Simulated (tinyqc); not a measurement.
Changing the total ligand c_L: potential-pH (Pourbaix) lines of a metal, its cation, its oxide and an oxyanion, with a complexing ligand. Computed by tinyqc, a small Python program. Command: `OMP_NUM_THREADS=1 python tinyqc.py 3020983 3020984 out.jsonl pourb sweep`. One thread of a shared host (Intel(R) Xeon(R) Processor @ 2.30GHz), about 0.02 s of CPU time with the checks.

Potentials are against the standard hydrogen electrode; solids and water have unit activity; dG_f of M, H+ and the electron is zero; F = e N_A and s = R T ln(10)/F. The cation carries z = 2.

Inputs (values chosen for the exercise, for a model metal):

| quantity | value | unit |
|---|---|---|
| dG_f of the cation | -49.58 | kJ/mol |
| dG_f of the oxide | -201.61 | kJ/mol |
| dG_f of the oxyanion | -267.37 | kJ/mol |
| dG_f of water | -237.14 | kJ/mol |
| temperature T | 298.15 | K |
| log10 of the dissolved activity a | -2 | - |
| pH | 13 | - |
| potential E | -0.71 | V |
| log10 of the stability constant beta of ML | 9.5 | - |
| pKa of HL | 6.8 | - |
| limiting current density i_L | 0.00012 | A/cm^2 |
| molar volume V_m | 6.67 | cm^3/mol |

Species: M, M2+, MO, MO2(2-).

exchange current densities, metal and cathodic (A/cm^2): 5.8e-07  4.8e-11

Tafel slopes, anodic and cathodic (mV/decade): 40  155

Constants: R = 8.314462618 J/(mol K); e = 1.602176634e-19 C; N_A = 6.02214076e+23 1/mol.

Method:
- M2+ + 2e = M; MO + 2H+ + 2e = M + H2O; MO2(2-) + 4H+ + 2e = M + 2H2O. For each, E0 = -dG/(z F), and E = E0 + (s/z) log10 a - (s n_H/z) pH, with no activity term for the oxide.
- The metal is stable below the lowest of the three lines; above it, the species of the lowest line is stable. Water lines at 1 bar: hydrogen E = -s pH, oxygen E = -dG_f(water)/(2F) - s pH.
- The free ligand is c_L/(1 + 10^(pKa - pH)) (ligand in excess); dissolved metal is a in all, so the free cation is a/alpha, alpha = 1 + beta [L]; the cation line drops by (s/z) log10 alpha.
- Anodic i = i0a 10^((E - E_a)/b_a) with E_a the cation line with ligand; cathodic i = i0c 10^((E_c - E)/b_c) with E_c the oxygen line; supply caps the cathodic current, 1/i_c = 1/i(Tafel) + 1/i_L. E_corr makes the two currents equal. Without the cap it would be [b_c E_a + b_a E_c + b_a b_c log10(i0c/i0a)]/(b_a + b_c). Rate = i V_m/(z F). Films are left out.

One run for each value:

| total ligand c_L (mol/L) | log10 alpha | cation line with ligand (V) | etch rate (nm/min) | that line less the oxide line (V) |
|---|---|---|---|---|
| 1.00e-05 | 4.5000 | -0.44920 | 0.2851 | 0.13575 |
| 4.00e-05 | 5.1021 | -0.46701 | 0.3443 | 0.11794 |
| 2.00e-04 | 5.8010 | -0.48768 | 0.4261 | 0.09727 |
| 7.00e-04 | 6.3451 | -0.50378 | 0.5005 | 0.08117 |
| 3.00e-03 | 6.9771 | -0.52247 | 0.5993 | 0.06248 |
| 1.00e-02 | 7.5000 | -0.53794 | 0.6914 | 0.04701 |
| 6.00e-02 | 8.2782 | -0.56095 | 0.8451 | 0.02400 |
| 2.00e-01 | 8.8010 | -0.57642 | 0.9584 | 0.00853 |
| 1.00e+00 | 9.5000 | -0.59710 | 1.1198 | -0.01215 |

What does the table show, and why?

Over the rows, log10 alpha rises from 4.50 to 9.50; cation line with ligand (V) falls from -0.449 to -0.597; etch rate (nm/min) rises from 0.285 to 1.12 (exponent d ln y / d ln x 0.14 between the first rows and 0.097 between the last). Once beta [L] exceeds 1, each decade of ligand lowers the cation line by s/z; the etch rate rises with it.

Caution (all rows): other oxidation states, hydroxides and hydrides are left out, and the lines say nothing of rates. Caution (rows 1.00e-5, 4.00e-5, 2.00e-4, 7.00e-4, 0.00300, 0.0100, 0.0600): the ligand is not in tenfold excess over the metal, as assumed. Caution (rows 1.00e-5, 4.00e-5, 2.00e-4, 7.00e-4, 0.00300, 0.0100, 0.0600, 0.200): at this pH the oxide, not the cation, is the stable product, and a film would cut the rate.
